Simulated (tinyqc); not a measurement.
Inside a calculation: fitting sp3s* parameters to three gaps by Newton steps. Values are carried at full precision from step to step, so a last printed digit may differ when a step is redone from the rounded ones.

sp3s* tight binding, nearest neighbours only: anion (a) at 0, cation (c) at a/4 (1,1,1), orbitals s, px, py, pz, s* on each; k in units of 2 pi/a. With phases e_j = exp(i (pi/2) k.n_j) for n = (1,1,1), (1,-1,-1), (-1,1,-1), (-1,-1,1): g0 = (e1+e2+e3+e4)/4, g1 = (e1+e2-e3-e4)/4, g2 = (e1-e2+e3-e4)/4, g3 = (e1-e2-e3+e4)/4. The diagonal holds the levels Esa, Epa, Exa (s*) and Esc, Epc, Exc. Anion-cation block: <sa|sc> = Vss g0; <sa|xc> = Vsapc g1; <xa|sc> = -Vscpa g1; <xa|xc> = Vxx g0; <xa|yc> = <ya|xc> = Vxy g3, <xa|zc> = <za|xc> = Vxy g2, <ya|zc> = <za|yc> = Vxy g1; <s*a|xc> = Vxapc g1; <xa|s*c> = -Vpaxc g1; y and z take g2 and g3 in place of g1; s-s* and s*-s* vanish.

Gaps are level 5 at Gamma, X = (1,0,0) and L = (1/2,1/2,1/2) less level 4 at Gamma; no spin-orbit coupling. Free parameters: Vss, Vsapc and Vpaxc. H is linear in them, so by Hellmann-Feynman J_ij = <u|dH/dp_j|u> for level 5 at point i less the same for level 4 at Gamma. Newton: p(new) = p + J^-1 (target - gaps); stop when all misses are below 1e-7 eV.

Values chosen for the exercise (out of a larger set: near a published set for GaAs, fitted to gaps, whose masses and valley positions are rough; not measured data): p = (-8.338, 1.047, -2.647, 3.667, 8.544, 6.701, -6.419, 1.95, 5.059, 4.494, 5.756, 4.828, 4.821) eV (start, order Esa, Epa, Esc, Epc, Exa, Exc, Vss, Vxx, Vxy, Vsapc, Vscpa, Vxapc, Vpaxc); tg = (1.2951, 2.1184, 1.6575) eV (target gaps at Gamma, X, L).

## Gaps of the starting set

Compute the gaps and the misses.

gaps (eV): Gamma 1.5211, X 2.0259, L 1.6747

target less gap (eV): Gamma -0.2260, X 0.0925, L -0.0172

## The Jacobian

Form J and its singular values.

J:
```
           Vss   Vsapc    Vpaxc
Gamma  -0.9142  0.0000   0.0000
X       0.0000  0.4987   0.0000
L      -0.2425  0.3110  -0.1309
```

singular values: 0.9520  0.5825  0.1076

The gap at Gamma answers to Vss. The condition number is 8.8.

## The first Newton step

Solve J dp = target less gap; the columns of J are Vss, Vsapc and Vpaxc.

dp (eV): Vss 0.247, Vsapc 0.185, Vpaxc 0.114

## The iteration

Repeat with J formed anew.

Newton steps (eV):

| i | Vss | Vsapc | Vpaxc | Gamma | X | L | largest miss |
|---|---|---|---|---|---|---|---|
| 0 | -6.4190 | 4.4940 | 4.8210 | 1.5211 | 2.0259 | 1.6747 | 0.23 |
| 1 | -6.1718 | 4.6794 | 4.9352 | 1.2958 | 2.1191 | 1.6551 | 0.0024 |
| 2 | -6.1710 | 4.6780 | 4.9151 | 1.2951 | 2.1184 | 1.6575 | 1.1e-05 |
| 3 | -6.1710 | 4.6780 | 4.9150 | 1.2951 | 2.1184 | 1.6575 | 1.2e-10 |

Converged in 3 steps; the miss goes 0.23, 0.0024, 1.1e-05, 1.2e-10, about squaring each time once it is small. The largest change is 0.248 eV in Vss, for a first miss of 0.226 eV.

## Checks

- J by Hellmann-Feynman against central differences: largest difference 3.1e-10.

tinyqc: `OMP_NUM_THREADS=1 python tinyqc.py 1481110 1481111 out.jsonl`; about 0.1 s, one thread, shared Intel(R) Xeon(R) Processor @ 2.30GHz.
